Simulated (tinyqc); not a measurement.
From results back to parameters: image-charge renormalisation of a gap near a dielectric or metal. Four cases, with inputs chosen for the exercise.

Problem. A small molecule or defect in vacuum at height z above the image plane of a substrate has both its electron and hole levels stabilised by (e^2/4 pi eps0)(es - 1)/((es + 1) 4 z), so its gap shrinks by twice that. The reduced gap is given.

Constants: e^2/(4 pi eps0) = 14.39964547 eV angstrom.

Find: reduction; (es - 1)/(es + 1); z.

Method. z = (e^2/4 pi eps0)(es - 1)/((es + 1) 2 x reduction). Local and hybrid functionals miss this shift, since it is a non-local correlation effect.

Case 1.

Values chosen: E0 = 6.83 eV (quasiparticle gap far from the surface); es = 10000 (dielectric constant of the substrate (1e4: a metal)).

gap near the surface = 4.43054 eV

Solution.

reduction = 2.3995 eV
(es - 1)/(es + 1) = 0.9998
z = 3.00 angstrom

Case 2.

Values chosen: E0 = 7.26 eV (quasiparticle gap far from the surface); es = 25 (dielectric constant of the substrate (1e4: a metal)).

gap near the surface = 5.11613 eV

Solution.

reduction = 2.1439 eV
(es - 1)/(es + 1) = 0.9231
z = 3.10 angstrom

Case 3.

Values chosen: E0 = 2.11 eV (quasiparticle gap far from the surface); es = 10000 (dielectric constant of the substrate (1e4: a metal)).

gap near the surface = 1.29200 eV

Solution.

reduction = 0.8180 eV
(es - 1)/(es + 1) = 0.9998
z = 8.80 angstrom

Case 4.

Values chosen: E0 = 8.84 eV (quasiparticle gap far from the surface); es = 25 (dielectric constant of the substrate (1e4: a metal)).

gap near the surface = 7.09106 eV

Solution.

reduction = 1.7489 eV
(es - 1)/(es + 1) = 0.9231
z = 3.80 angstrom

Computed by tinyqc, one run a case: `OMP_NUM_THREADS=1 python tinyqc.py N N+1 out.jsonl` with N = 1880533, 1880535, 1880554, 1880565; one thread of a shared Intel(R) Xeon(R) Processor @ 2.30GHz, about 0.02 s a run at most.
